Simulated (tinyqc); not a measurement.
Potential-pH (Pourbaix) lines of a metal, its cation, its oxide and an oxyanion, with a complexing ligand: one step, computed by the program tinyqc. Command: `OMP_NUM_THREADS=1 python tinyqc.py 3029296 3029297 out.jsonl pourb walk`. One thread of a shared host (Intel(R) Xeon(R) Processor @ 2.30GHz), about 0.01 s of CPU time with the checks.

Potentials are against the standard hydrogen electrode; solids and water have unit activity; dG_f of M, H+ and the electron is zero; F = e N_A and s = R T ln(10)/F. The cation carries z = 2.

Task: The stable species at (pH, E). M2+ + 2e = M; MO + 2H+ + 2e = M + H2O; MO2(2-) + 4H+ + 2e = M + 2H2O. For each, E0 = -dG/(z F), and E = E0 + (s/z) log10 a - (s n_H/z) pH, with no activity term for the oxide. The metal is stable below the lowest of the three lines; above it, the species of the lowest line is stable. Water lines at 1 bar: hydrogen E = -s pH, oxygen E = -dG_f(water)/(2F) - s pH.

Inputs (values chosen for the exercise, modelled on tin):
```
quantity                             value    unit
dG_f of water                      -237.14  kJ/mol
temperature T                       298.15       K
log10 of the dissolved activity a       -6       -
pH                                     8.4       -
potential E                          0.059       V
```

Species: M, M2+, MO, MO2(2-).

E0 (V): cation -0.1436488, oxide -0.0752964, oxyanion 0.8585761

s = 0.05915935 V

Constants: e = 1.602176634e-19 C; N_A = 6.02214076e+23 1/mol.

Give: lines at this pH; upper limit of immunity; hydrogen line; oxygen line; E above the limit of immunity.

Result:

lines at this pH (V): cation -0.3211, oxide -0.5722, oxyanion -0.3128

upper limit of immunity = -0.5722 V

hydrogen line = -0.4969 V

oxygen line = 0.7320 V

E above the limit of immunity = 0.6312 V

Stable here: the oxide (passivity, if the film is dense). Water itself can oxidise the metal at this pH. Caution: other oxidation states, hydroxides and hydrides are left out, and the lines say nothing of rates.
